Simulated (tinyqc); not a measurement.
# Bias-temperature instability, empirical power law with universal recovery: two studies

Threshold-voltage shift at the end of a stress: dV = A (V/V0)^g exp[-(Ea q/kB)(1/T - 1/T0)] (t/1 s)^n. After a delay tr the permanent share pp stays and the rest falls by r = 1/(1 + B (tr/t)^be). An empirical model: its parameters are fits, not properties.

Values chosen for this exercise: reference stress voltage V0 = 1.9 V; reference temperature T0 = 373 K; shift after 1 s at V0 and T0 A = 4.7 mV; time exponent n = 0.25; voltage exponent g = 3.4; apparent activation energy of the shift Ea = 0.17 eV; use voltage V = 1.03 V; use temperature T = 378 K; failure criterion dc = 30 mV; stress time ts = 10000 s.

Constants: q = 1.602176634e-19 C, kB = 1.380649e-23 J/K. Results are converted to the units shown.

Each table varies one quantity; the others keep the values above.

## Lifetime against voltage

The lifetime solves dV = dc; ten years are 3.15576e8 s.

Lifetime against voltage:
```
V (V)  shift after ten years (mV)  lifetime (years)
0.6                         13.34             255.7
0.79                        34.00             6.064
0.97                        68.32            0.3719
1.16                        125.5           0.03265
1.34                        205.0          0.004591
1.53                        321.7          7.563e-4
1.71                        469.5          1.666e-4
1.9                         671.8          3.976e-5
```

The shift goes as V^3.4 and the lifetime as V^(-13.6): 5 % more voltage adds 18.0 % to the shift and divides the lifetime by 1.94. 1 of the 8 rows pass ten years.

## Effect of the time exponent at a fixed measured point

Same model as above.

A is rescaled so that the shift at ts, V0 and T0 stays the same.

Result of one run:
```
nx     A (mV)  shift after ten years (mV)  lifetime (years)
0.175   9.378                       38.52             2.396
```

What becomes of these results when the assumed time exponent nx is changed from 0.175 to 0.1, all else the same?

Result of the changed run:
```
nx   A (mV)  shift after ten years (mV)  lifetime (years)
0.1   18.71                       17.71              1943
```

The whole series:
```
nx     A (mV)  shift after ten years (mV)  lifetime (years)
0.1     18.71                       17.71              1943
0.125   14.86                       22.95             85.30
0.15    11.81                       29.73             10.62
0.175   9.378                       38.52             2.396
0.2     7.449                       49.91            0.7847
0.225   5.917                       64.66            0.3293
0.25    4.700                       83.78            0.1644
0.275   3.733                       108.5           0.09313
0.3     2.965                       140.6           0.05800
```

The ten-year shift rises from 17.7 to 141 mV and the lifetime falls from 1940 to 0.0580 years: an error of 0.025 in the exponent changes the shift by a factor of 1.30 over the 4.50 decades from ts to ten years. For nx = 0.1 the lifetime is a formal extrapolation far beyond any test.

tinyqc, about 0.01 s, one thread, Intel Xeon 2.30GHz (shared host): `OMP_NUM_THREADS=1 python tinyqc.py 2070108 2070109 out.jsonl`
